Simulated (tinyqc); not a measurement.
Temperatures in a stack of 2 dies with leakage feedback: one step of the calculation.

One-dimensional heat flow to a sink below die 0. The power of each die is released in a plane at its top; from the plane of die j > 0 heat crosses its silicon (ts), a bond layer and the wiring of die j - 1; from die 0 it crosses t0, paste and sink. Copper shares the path through bond and wiring in parallel: k_eff = fm km + (1 - fm) k. Silicon is taken at the temperature of the plane above it. Leakage is P_l exp((T - 350 K)/Tl).

Task. Resistances per area at 300 K. R = thickness/conductivity for each layer.

Parameters, values chosen for the exercise; conductivities of the order met in silicon, wiring layers, bonds and pastes:
- k0 = 138 W/(m K) (conductivity of silicon at 300 K)
- ts = 50 um (thickness of a thinned die)
- t0 = 775 um (thickness of the die next to the sink)
- tb = 8 um (thickness of the wiring layers)
- kb = 1.2 W/(m K) (conductivity of the wiring layers)
- tg = 1 um (thickness of a bond layer)
- kg = 0.9 W/(m K) (conductivity of the bond dielectric)
- fm = 0.03 (area share of copper through bond and wiring)
- km = 390 W/(m K) (conductivity of copper)
- Rt = 0.11 K cm^2/W (paste and lid)
- Rs = 0.23 K cm^2/W (heat sink)

Find: thick die; thinned die; k_eff of the bond; k_eff of the wiring; bond plus wiring; paste plus sink.

Result.

thick die = 0.056159 K cm^2/W
thinned die = 0.0036232 K cm^2/W
k_eff of the bond = 12.573 W/(m K)
k_eff of the wiring = 12.864 W/(m K)
bond plus wiring = 0.0070143 K cm^2/W
paste plus sink = 0.34000 K cm^2/W

Program tinyqc, `OMP_NUM_THREADS=1 python tinyqc.py 2162212 2162213 out.jsonl`; Intel Xeon 2.30GHz, shared host, one thread, about 0.03 s.
